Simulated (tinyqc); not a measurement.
## Potential step from the flux

Problem. On one interval J = (q mu Vt/hx) [nb B(d) - na B(-d)], B(d) = d/(exp(d) - 1), d = (psi_b - psi_a)/Vt. Find psi_b - psi_a, and the step at which J would vanish.

Inputs (values chosen for the exercise):
- T = 300 K (temperature)
- mu = 1350 cm^2/(V s) (electron mobility)
- na = 5.9e15 cm^-3 (density at the left node)
- nb = 1e15 cm^-3 (density at the right node)
- hx = 10 nm (node spacing)

Constants: q = 1.602176634e-19 C, kB = 1.380649e-23 J/K, Vt = kB T/q. Results are converted to the units shown.

J = 19367.421 A/cm^2

Solution. B(d) falls and B(-d) rises with d, so J falls steadily with the step and one value matches. J = 0 needs nb/na = exp(d), the Boltzmann ratio.

psi_b - psi_a = -0.1000 V
step for J = 0 = -0.04589 V

Program tinyqc, `OMP_NUM_THREADS=1 python tinyqc.py 2220147 2220148 out.jsonl`; Intel Xeon 2.30GHz, shared host, one thread, about 0.01 s.
